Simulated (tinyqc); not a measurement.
Rate against the binding of B: microkinetic model of a Langmuir-Hinshelwood surface reaction A + (1/2) B2 = AB with Bronsted-Evans-Polanyi barriers. Computed by tinyqc, a small Python program. Command: `OMP_NUM_THREADS=1 python tinyqc.py 3018545 3018546 out.jsonl microkin walk`. One thread of a shared host (Intel(R) Xeon(R) Processor @ 2.30GHz), about 0.01 s of CPU time with the checks.

A adsorbs in equilibrium; B2 dissociates irreversibly on two free sites; adsorbed A and B react irreversibly and AB leaves at once. theta_A + theta_B + theta_* = 1.

Inputs (values chosen for the exercise, for a model catalyst):
```
quantity                               value   unit
adsorption energy of A, E_A           -0.726     eV
entropy loss of A, S_A                   1.7  meV/K
entropy loss of B2, S_B                  1.5  meV/K
slope a1 of the dissociation barrier     0.5      -
intercept b1                             1.5     eV
slope a2 of the reaction barrier        0.35      -
intercept b2                            0.25     eV
pressure p_A                            0.63    bar
pressure p_B                            0.14    bar
temperature T                            575      K
```

Constants: k_B = 8.617333262e-05 eV/K; hbar = 6.582119569e-16 eV s.

Method. K_A = exp(-(E_A + T S_A)/(k_B T)) per bar; barriers E1 = max(b1 + a1 2 E_B, 0), E2 = b2 - a2 (E_A + E_B); k1 = (k_B T/h) exp(-S_B/k_B) exp(-E1/(k_B T)) per bar, k2 = (k_B T/h) exp(-E2/(k_B T)), h = 2 pi hbar. theta_A = K_A p_A theta_*; 2 k1 p_B theta_*^2 = k2 theta_A theta_B, so theta_B = w theta_* with w = 2 k1 p_B/(k2 K_A p_A); theta_* = 1/(1 + K_A p_A + w); rate r = k2 theta_A theta_B.

Changing E_B at fixed E_A:
```
E_B (eV)  E1 (eV)  E2 (eV)     theta_*     theta_A     theta_B  log10 r
-2.40           0   1.3441  8.4466e-07  3.3241e-09  1.0000e+00  -7.1806
-2.10           0   1.2391  7.0305e-06  2.7668e-08  9.9999e-01  -5.3400
-1.80           0   1.1341  5.8516e-05  2.3028e-07  9.9994e-01  -3.4995
-1.50        0.00   1.0291  4.8685e-04  1.9159e-06  9.9951e-01  -1.6592
-1.25        0.25   0.9416  3.0630e-01  1.2054e-03  6.9249e-01   1.7471
-1.00        0.50   0.8541  9.9362e-01  3.9102e-03  2.4737e-03   0.5780
-0.75        0.75   0.7666  9.9608e-01  3.9199e-03  2.7308e-06  -1.6111
-0.50        1.00   0.6791  9.9608e-01  3.9199e-03  3.0072e-09  -3.8023
-0.25        1.25   0.5916  9.9608e-01  3.9199e-03  3.3116e-12  -5.9935
0.00         1.50   0.5041  9.9608e-01  3.9199e-03  3.6467e-15  -8.1847
```

The rate is highest at E_B = -1.25 eV among these rows, where theta_B = 0.69. On the weak-binding side log10 r falls by 8.8 per eV, from the dissociation barrier (2 a1/(k_B T ln 10) = 8.8). On the strong-binding side B fills the surface and the rate falls again: the Sabatier volcano.

Extremes, crossings and ranges named in words are read from the listed rows.
